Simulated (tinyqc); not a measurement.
Solid solubility of a dopant against its melt (retrograde solidus), clustering and the electrically active fraction: one step, computed by the program tinyqc. Command: `OMP_NUM_THREADS=1 python tinyqc.py 3011097 3011098 out.jsonl retro walk`. One thread of a shared host (Intel(R) Xeon(R) Processor @ 2.30GHz), about 0.01 s of CPU time with the checks.

Task: Active fraction after the anneal. A highly soluble donor (another dopant than that of the solidus) is limited by clustering. Donors N_a are active, and clusters hold m atoms each: N_t = N_a + m C, m C = N* (N_a/N*)^m (n/N*)^m, each atom taking one electron, n = N_a/2 + sqrt(N_a^2/4 + n_i^2), n_i = prefactor x T^1.5 exp(-E_i/(k_B T)), with N*(T) = N*(1273 K) exp[-(E_b/k_B)(1/T - 1/1273)]. Resistivity = 1/(e mu N_a).

Inputs (values chosen for the exercise, for a model dopant):
```
quantity                                      value            unit
total dopant density N_t                    3.9e+20          1/cm^3
atoms per cluster m                               4               -
cluster scale N* at 1273 K                  5.3e+20          1/cm^3
activation energy E_b of the cluster scale     0.21              eV
anneal temperature T_a                         1100               K
prefactor of n_i                            3.9e+16  1/(cm^3 K^1.5)
energy E_i in n_i                             0.608              eV
mobility mu                                      60      cm^2/(V s)
```

Clustering: clusters that take up free electrons.

Constants: k_B = 8.617333262e-05 eV/K; e = 1.602176634e-19 C.

Give: N*(T_a); active density N_a; active fraction; resistivity.

Result:

N*(T_a) = 3.9221e+20 1/cm^3

active density N_a = 3.1756e+20 1/cm^3

active fraction = 0.81425

resistivity = 0.32758 milliohm cm

Doubling the dose would raise N_a by only 23 %. Caution: this clustering law is a generic form; degeneracy and a doping-dependent mobility are left out.
